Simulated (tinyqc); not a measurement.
Stillinger-Weber potential for a tetrahedral semiconductor: one step, computed by the program tinyqc.

With x = r/sigma: pair term eps A (B x^-4 - 1) exp(1/(x - a)); for each pair of neighbours j, k of atom i, three-body term eps lambda exp(gamma/(x_ij - a) + gamma/(x_ik - a)) (cos theta_jik + 1/3)^2; both vanish beyond x = a. A = 7.049556277, B = 0.6022245584, a = 1.8.

Task: A trimer. Atom 1 binds atoms 2 and 3 at the angle theta; the third side follows from the cosine rule. Sum the three pair terms and the three-body terms centred on each atom.

Inputs (values chosen for the exercise, modelled on silicon):
```
quantity                    value      unit
energy scale eps            2.202        eV
length scale sigma          2.093  angstrom
three-body strength lambda   22.1         -
gamma                         1.2         -
bond 1 of the trimer          2.5  angstrom
bond 2 of the trimer         2.26  angstrom
angle of the trimer theta    76.7   degrees
```

Give: distance 2-3; pair terms; three-body term at atom 1; three-body terms at atoms 2 and 3; energy of the trimer.

Result:

distance 2-3 = 2.959 angstrom

pair terms (eV): 1-2 -2.096, 1-3 -2.157, 2-3 -0.989

three-body term at atom 1 = 0.4023 eV

three-body terms at atoms 2 and 3 = 0.6358 eV

energy of the trimer = -4.204 eV

The cut-off is 3.767 angstrom, so atoms 2 and 3 interact directly.
